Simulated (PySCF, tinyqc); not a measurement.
Inside a calculation. Method: RHF in the sto-6g basis, for H4, spin multiplicity 1. The lowest restricted solution is unstable here: a spin-polarised one lies 0.0646 hartree lower (PySCF). One step of it, computed by the program tinyqc.

Question. Iteration 2 (converged): orbitals. Diagonalise F' = X^T F X, C = X C', fill 2 alpha and 2 beta electrons from the bottom; D = 2 C_occ C_occ^T. Each column has its largest component positive (the first on a tie).

Fock matrix F (hartree):
```
           1H 1s      2H 1s      3H 1s      4H 1s
1H 1s  -0.154875  -0.333322  -0.048363  -0.034986
2H 1s  -0.333322  -0.154875  -0.034986  -0.048363
3H 1s  -0.048363  -0.034986  -0.154875  -0.333322
4H 1s  -0.034986  -0.048363  -0.333322  -0.154875
```

X:
```
               1          2          3         4
1H 1s   0.608661   0.580929   0.458292  0.423472
2H 1s  -0.608661  -0.580929   0.458292  0.423472
3H 1s  -0.608661   0.580929  -0.458292  0.423472
4H 1s   0.608661  -0.580929  -0.458292  0.423472
```

Give: F' = X^T F X; orbital energies; coefficients C; D after iteration 2.

Answer.

F' = X^T F X (hartree):
```
        1       2        3        4
1  0.2843  0.0000   0.0000   0.0000
2  0.0000  0.2228   0.0000   0.0000
3  0.0000  0.0000  -0.3401   0.0000
4  0.0000  0.0000   0.0000  -0.4100
```

orbital energies (hartree): MO1 -0.4100, MO2 -0.3401, MO3 0.2228, MO4 0.2843

coefficients C:
```
          MO1      MO2      MO3      MO4
1H 1s  0.4235   0.4583   0.5809   0.6087
2H 1s  0.4235   0.4583  -0.5809  -0.6087
3H 1s  0.4235  -0.4583   0.5809  -0.6087
4H 1s  0.4235  -0.4583  -0.5809   0.6087
```

D after iteration 2:
```
         1H 1s    2H 1s    3H 1s    4H 1s
1H 1s   0.7787   0.7787  -0.0614  -0.0614
2H 1s   0.7787   0.7787  -0.0614  -0.0614
3H 1s  -0.0614  -0.0614   0.7787   0.7787
4H 1s  -0.0614  -0.0614   0.7787   0.7787
```
